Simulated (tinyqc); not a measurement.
Single-photon avalanche diode, trigger probability and counting: one step of the calculation.

A multiplication layer of width W with the uniform field V/W; alpha = an exp(-bn/E) for electrons, beta = ap exp(-bp/E) for holes (local model, no dead space). a = alpha W, b = beta W. Electrons enter at x = 0, holes at x = W. P0 is the probability that an electron entering at 0 starts a lasting avalanche, PW the same for a hole entering at W.

Task. Ionisation integrals at and above breakdown. Breakdown: ln(a/b) = a - b with a not equal to b. VB is given; V = VB + Vx.

Inputs (values chosen for the exercise); ionisation coefficients close to those of indium phosphide: electron prefactor an = 1.12e7 1/cm; electron field bn = 3.09 MV/cm; hole prefactor ap = 4.73e6 1/cm; hole field bp = 2.59 MV/cm; width of the multiplication layer W = 1.5 um; excess bias Vx = 12 V.

breakdown voltage VB = 60.846088 V

Give: E at VB; a at VB; b at VB; E at V; a; b.

Result.

E at VB = 0.40564 MV/cm
a at VB = 0.82611
b at VB = 1.1967
E at V = 0.48564 MV/cm
a = 2.8974
b = 3.4260

At VB, ln(a/b) = -0.3706 equals a - b.

Computed by the program tinyqc: `OMP_NUM_THREADS=1 python tinyqc.py 2630101 2630102 out.jsonl`, one thread of a shared Intel Xeon 2.30GHz, about 0.01 s for the whole run.
